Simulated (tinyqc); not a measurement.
Size effects in the resistivity of thin metal films and interconnect lines: one step, computed by the program tinyqc.

Electrons lose their drift at surfaces (a share 1 - p of the hits) and at grain boundaries (reflection R), besides bulk scattering. The line sits in a trench with a non-conducting liner on both walls and the bottom; the spacing equals the drawn width.

Problem. Grain boundaries. Mayadas-Shatzkes: alpha = (lambda/D) R/(1 - R); rho_b/rho = 1 - 3 alpha/2 + 3 alpha^2 - 3 alpha^3 ln(1 + 1/alpha).

Inputs (values chosen for the exercise, modelled on tungsten): bulk mean free path lambda = 15.2 nm; grain-boundary reflection R = 0.49.

Geometry: line.

grain size D = 146.4 nm

Give: alpha; rho/rho_b from grains.

Solution.

alpha = 0.09975

rho/rho_b from grains = 1.145

The linear estimate 1 + 3 alpha/2 gives 1.150, within 2 %.
